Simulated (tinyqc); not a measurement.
# Magnetoresistance against angle

Conductance G = G0 (1 + P1 P2 cos(phi)) at low bias, phi the angle between the magnetisations, normalised to Rp = RA/area at phi = 0.

Inputs (values chosen for the exercise): diameter Dm = 50 nm; spin polarisation of the reference layer P1 = 0.55; spin polarisation of the free layer P2 = 0.51; resistance-area product, parallel state RA = 6.4 ohm um^2.

Result of one run:
```
phi (degree),R (kohm),R/Rp - 1 (%),share of the full TMR (%)
70,3.808,16.84,21.60
```

What becomes of these results when the angle phi is changed from 70 to 135 degree, all else the same?

Result of the changed run:
```
phi (degree),R (kohm),R/Rp - 1 (%),share of the full TMR (%)
135,5.206,59.73,76.61
```

The whole series:
```
phi (degree),R (kohm),R/Rp - 1 (%),share of the full TMR (%)
0,3.259,0,0
20,3.303,1.339,1.717
45,3.483,6.856,8.793
70,3.808,16.84,21.60
90,4.174,28.05,35.98
110,4.617,41.64,53.40
135,5.206,59.73,76.61
160,5.668,73.88,94.76
180,5.801,77.97,100.0
```

R rises from 3.26 to 5.80 kohm, TMR0 = 78.0 %. It is the conductance that follows cos(phi), so at 90 degrees R has covered only (1 - P1 P2)/2 = 36.0 % of its range.

Computed by the program tinyqc: `OMP_NUM_THREADS=1 python tinyqc.py 2450053 2450054 out.jsonl`, one thread of a shared Intel Xeon 2.30GHz, about 0.01 s for the whole run.
